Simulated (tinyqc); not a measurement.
Which current rules in forward bias: trap-assisted generation and recombination current of an abrupt junction. Computed by tinyqc, a small Python program. Command: `OMP_NUM_THREADS=1 python tinyqc.py 3014974 3014975 out.jsonl junctionleak walk`. One thread of a shared host (Intel(R) Xeon(R) Processor @ 2.30GHz), about 0.01 s of CPU time with the checks.

Depletion approximation, flat quasi-Fermi levels across the depleted layer, long neutral regions with minority lifetimes tau_n and tau_p, full ionisation and Boltzmann statistics. Voltages in exponents stand for e V.

Inputs (values chosen for the exercise, with bands and screening modelled on silicon):
```
quantity,value,unit
gap E_g,1.12,eV
electron mass m_e,0.337,m_0
valleys M_c,6,-
hole mass m_h,0.829,m_0
dielectric constant eps,12,-
acceptor density N_A,1.5e+15,cm^-3
donor density N_D,4.7e+18,cm^-3
capture time tau_n,3.7e-07,s
capture time tau_p,6.3e-09,s
trap level E_t - E_i,0,eV
electron diffusion coefficient D_n,35,cm^2/s
hole diffusion coefficient D_p,8,cm^2/s
temperature T,400,K
tunnelling mass m_t,0.25,m_0
```

Field enhancement: Hurkx tunnelling factor.

Constants: k_B = 8.617333262e-05 eV/K; m_0 = 9.1093837015e-31 kg; k_B = 1.380649e-23 J/K; h = 6.62607015e-34 J s; e = 1.602176634e-19 C; eps_0 = 8.8541878128e-12 F/m; hbar = 1.054571817e-34 J s.

Method:
- N_c = 2 M_c (2 pi m_e k_B T/h^2)^(3/2) and N_v = 2 (2 pi m_h k_B T/h^2)^(3/2), masses in units of m_0.
- n_i = sqrt(N_c N_v) exp(-E_g/2 k_B T); V_bi = (k_B T/e) ln(N_A N_D/n_i^2); diffusion saturation current J_d0 = e n_i^2 [sqrt(D_n/tau_n)/N_A + sqrt(D_p/tau_p)/N_D].
- W = sqrt(2 eps eps_0 (V_bi - V)(1/N_A + 1/N_D)/e), x_p = W N_D/(N_A + N_D), x_n = W - x_p, peak field F_m = 2 (V_bi - V)/W; reverse bias means V = -V_r.
- Both capture times are divided by 1 + Gamma, Gamma = 2 sqrt(3 pi) (F/F_G) exp((F/F_G)^2), F_G = sqrt(24 m_t (k_B T)^3)/(e hbar) (the low-field Hurkx form), F being the local field, linear in x from 0 at the edges to F_m.
- Potential from the p edge: phi = (V_bi - V) x^2/(x_p W) on the p side and (V_bi - V)[1 - (W - x)^2/(x_n W)] on the n side; p = N_A exp(-phi/k_B T), n = n_i^2 exp(V/k_B T)/p; U = (n p - n_i^2)/[tau_p (n + n_i exp(dE/k_B T)) + tau_n (p + n_i exp(-dE/k_B T))], dE = E_t - E_i, n1 = n_i exp(dE/k_B T), p1 = n_i exp(-dE/k_B T); J_t = e int U dx by the trapezoid rule on 400 intervals on each side.
- J_d = J_d0 (exp(V/k_B T) - 1). Ideality n = (e/k_B T) dV/d ln J, central difference of 1 mV. The rows stop just below the bias where n = 0.1 p or tau_p n = 0.1 tau_n p at the p edge, or the like at the n edge.

k_B T = 0.0344693 eV

n_i = 3.19893e+12 cm^-3

J_d0 = 1.06431e-05 A/cm^2

Forward characteristic:
```
V (V),J_t (A/cm^2),J_d (A/cm^2),ideality of J_t,ideality of the sum
0.07,0.000084,7.0459e-05,1.1351,0.9958
0.11,0.000210,2.4818e-04,1.3785,1.1145
0.15,0.000466,8.1537e-04,1.5278,1.1330
0.18,0.000813,1.9616e-03,1.6045,1.1192
0.22,0.001648,6.2837e-03,1.6707,1.0894
0.26,0.003276,2.0077e-02,1.7033,1.0610
0.30,0.006461,6.4096e-02,1.7114,1.0394
0.34,0.012741,2.0458e-01,1.7048,1.0248
```

Diffusion overtakes recombination between 0.07 and 0.11 V, and the ideality of the sum goes from 1.00 to 1.02, with a maximum of 1.13 at 0.15 V. The ideality of J_t alone lies between 1.14 and 1.71.

Extremes, crossings and ranges named in words are read from the listed rows.
